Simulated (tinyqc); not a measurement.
Comparisons within one model: Boltzmann transport in a parabolic band with a power-law relaxation time. A value that a table varies takes the place of the one given here.

F_j(eta) = (1/Gamma(j + 1)) integral_0^infinity x^j dx/(1 + exp(x - eta)), which tends to exp(eta) for eta << 0.

n = N F_1/2(eta) with N = 2 (m kB T/(4 pi c))^(3/2) with c = hbar^2/2m0, in 1/angstrom^3; times 1e24 for 1/cm^3, m = md.

tau = tau0 x^r with x = E/kT. With K_j = Gamma(j + 1) F_j(eta): <tau> = tau0 (r + 3/2) K_(r+1/2)/((3/2) K_(1/2)); mu = <tau>/(mc m0/e), m0/e = 5.685630e-12 kg/C; Hall factor rH = (3/2) K_(1/2) (2r + 3/2) K_(2r+1/2)/((r + 3/2) K_(r+1/2))^2; Seebeck S = -(kB/e) [(r + 5/2) K_(r+3/2)/((r + 3/2) K_(r+1/2)) - eta]; Lorenz number L = (kB/e)^2 [(r + 7/2) K_(r+5/2)/((r + 3/2) K_(r+1/2)) - ((r + 5/2) K_(r+3/2)/((r + 3/2) K_(r+1/2)))^2]; kB/e in V/K. Valley anisotropy is left out of rH.

Constants: hbar^2/2m0 = 3.80998211 eV angstrom^2; kB = 8.617333262e-05 eV/K.

Values chosen for the exercise (masses near those of Si; tau0 is set for a mobility of the usual size at this n, kL is a free input; freeze-out and phonon drag, which matter near 77 K, are left out; not measured data):

| symbol | value | unit | meaning |
|---|---|---|---|
| md | 1.073 | m0 | density-of-states mass |
| mc | 0.264 | m0 | conductivity mass |
| tau0 | 18 | fs | tau at E = kT |
| r | -0.5 |  | exponent of tau |
| T | 300 | K |  |
| kL | 4.1 | W/(m K) | lattice thermal conductivity |
| ta | 160 | fs | acoustic tau at E = kT and 300 K |
| ti | 350 | fs | impurity tau at E = kT and 300 K |
| n | 3.3e+19 | 1/cm^3 | electron density |

## Doping: the thermoelectric optimum

tau0 is held fixed. sigma = e n mu with e = 1.602176634e-19 C; ZT = S^2 sigma T/(kL + L sigma T).

Results:

| n (1/cm^3) | eta | mu (cm^2/(V s)) | sigma (S/cm) | rH | S (microvolt/K) | L (1e-8) | S^2 sigma (mW/(m K^2)) | ZT |
|---|---|---|---|---|---|---|---|---|
| 3.0e+17 | -4.53 | 90.1 | 4.33 | 1.177 | -563 | 1.487 | 0.137 | 0.010 |
| 8.0e+17 | -3.54 | 89.8 | 11.5 | 1.176 | -479 | 1.490 | 0.264 | 0.019 |
| 3.0e+18 | -2.19 | 88.8 | 42.7 | 1.171 | -366 | 1.505 | 0.571 | 0.042 |
| 8.0e+18 | -1.15 | 86.7 | 111 | 1.159 | -284 | 1.536 | 0.893 | 0.065 |
| 2.0e+19 | -0.08 | 82.2 | 263 | 1.137 | -210 | 1.606 | 1.16 | 0.082 |
| 3.0e+19 | 0.45 | 79.0 | 380 | 1.122 | -179 | 1.658 | 1.21 | 0.085 |
| 7.0e+19 | 1.78 | 69.5 | 780 | 1.083 | -120 | 1.826 | 1.12 | 0.074 |
| 1.0e+20 | 2.49 | 64.6 | 1.03e+03 | 1.065 | -98 | 1.921 | 1.00 | 0.064 |
| 3.0e+20 | 5.74 | 48.2 | 2.32e+03 | 1.022 | -49 | 2.228 | 0.555 | 0.029 |
| 7.0e+20 | 10.28 | 37.0 | 4.15e+03 | 1.008 | -28 | 2.367 | 0.315 | 0.013 |

|S| falls by 197 microvolt/K from the first to the third row (198 a decade in the non-degenerate range; holes, which count near the intrinsic density, and non-parabolicity are left out). The power factor peaks at 3e+19 1/cm^3 of those listed (eta = 0.45, S = -179); ZT is largest at 3e+19 1/cm^3 (eta = 0.45). mu changes by a factor 0.41 over the table and rH goes from 1.177 to 1.008. A real tau0 would fall with doping.

## The scattering mechanism

eta = 0.57980

Same eta for each exponent.

Results:

| r | mechanism | <tau>/tau0 | rH | S (microvolt/K) | L (1e-8 W ohm/K^2) |
|---|---|---|---|---|---|
| -0.5 | acoustic phonons | 0.651 | 1.118 | -171.5 | 1.673 |
| 0.0 | a constant relaxation time | 1.000 | 1.000 | -209.6 | 1.944 |
| 0.5 | polar optical or piezoelectric scattering | 1.674 | 1.075 | -247.0 | 2.234 |
| 1.5 | ionised impurities | 5.769 | 1.673 | -322.2 | 2.871 |

From r = -1/2 to 3/2 |S| grows by 150.7 microvolt/K, against 2 kB/e = 172.3 in the non-degenerate limit: scattering that favours fast electrons raises the mean energy carried. rH is 1 only for constant tau and reaches 1.673 for r = 3/2; L spans 1.673 to 2.871 against the metallic 2.443.

## Mobility against temperature (two scattering mechanisms together, and the Matthiessen rule)

Non-degenerate electrons. 1/tau(x) = x^(1/2)/tA + 1/(tI x^(3/2)), x = E/kT, with tA = ta (T/300)^(-3/2) and tI = ti (T/300)^(3/2) (the screening logarithm is held fixed). <tau> = integral x^(3/2) tau exp(-x) dx/Gamma(5/2); mu = <tau>/(mc m0/e), m0/e = 5.685630e-12 kg/C. Matthiessen: 1/mu = 1/muA + 1/muI with <tau>A = tA Gamma(2)/Gamma(5/2), <tau>I = tI Gamma(4)/Gamma(5/2).

rH = <tau^2>/<tau>^2. ta and ti are inputs of their own, not tied to tau0.

Mobilities (cm^2/(V s)):

| T (K) | acoustic | impurity | Matthiessen | exact | rH | Matthiessen/exact |
|---|---|---|---|---|---|---|
| 40 | 1.65e+04 | 512 | 497 | 468 | 1.723 | 1.062 |
| 60 | 8.97e+03 | 941 | 852 | 733 | 1.508 | 1.162 |
| 80 | 5.82e+03 | 1.45e+03 | 1.16e+03 | 911 | 1.341 | 1.273 |
| 120 | 3.17e+03 | 2.66e+03 | 1.45e+03 | 1.03e+03 | 1.155 | 1.411 |
| 160 | 2.06e+03 | 4.10e+03 | 1.37e+03 | 971 | 1.075 | 1.412 |
| 220 | 1.28e+03 | 6.61e+03 | 1.07e+03 | 809 | 1.035 | 1.323 |
| 300 | 802 | 1.05e+04 | 745 | 614 | 1.031 | 1.214 |
| 400 | 521 | 1.62e+04 | 505 | 446 | 1.047 | 1.132 |
| 550 | 323 | 2.61e+04 | 319 | 298 | 1.075 | 1.072 |

The exact mobility peaks at 120 K of those listed. The two mechanisms are equal between 120 and 160 K. The rule overestimates everywhere, most at 160 K (by 41 %), since impurities stop the slow electrons and phonons the fast ones. rH runs between 1.031 and 1.723; the pure limits are 1.178 and 1.933, and the mixture dips below both, since the opposite energy slopes of the two rates leave tau nearly constant. Optical and intervalley phonons, left out, lower real mobilities above about 150 K.

## What moves the coefficients

sigma = e n mu with e = 1.602176634e-19 C; ZT = S^2 sigma T/(kL + L sigma T). Each row changes one parameter from the base and keeps the others.

Results:

| case | mu (cm^2/(V s)) | sigma (S/cm) | S (microvolt/K) | ZT |
|---|---|---|---|---|
| base | 78.11 | 413.0 | -171.5 | 0.0846 |
| md = 1.395 m0 | 81.41 | 430.5 | -201.2 | 0.121 |
| mc = 0.3432 m0 | 60.09 | 317.7 | -171.5 | 0.0658 |
| n = 6.6e+19 1/cm^3 | 70.31 | 743.4 | -123.5 | 0.0755 |
| tau0 = 27 fs | 117.2 | 619.5 | -171.5 | 0.124 |
| kL = 2.05 W/(m K) | 78.11 | 413.0 | -171.5 | 0.161 |
| T = 350 K | 80.15 | 423.8 | -188.8 | 0.122 |

The largest shifts from the base row, up to three for each result and ties (the steps differ in size, so this ranks the rows, not the parameters). mu (cm^2/(V s)): tau0 +39.1, mc -18.0, n -7.81; unchanged at the printed digits by kL. sigma (S/cm): n +330, tau0 +206, mc -95.3; unchanged at the printed digits by kL. S (microvolt/K): n +48.0, md -29.7, T -17.3; unchanged at the printed digits by mc, tau0 and kL. ZT: kL +0.0768, tau0 +0.0393, T +0.0371. The row for T keeps tau0 fixed; for phonon scattering tau0 itself falls as T rises.

Computed by tinyqc, a small Python program: `OMP_NUM_THREADS=1 python tinyqc.py 1680149 1680150 out.jsonl` (the numbers bound the seed that draws the inputs); one thread of a shared host (Intel(R) Xeon(R) Processor @ 2.30GHz), about 0.01 s for the whole set of steps.
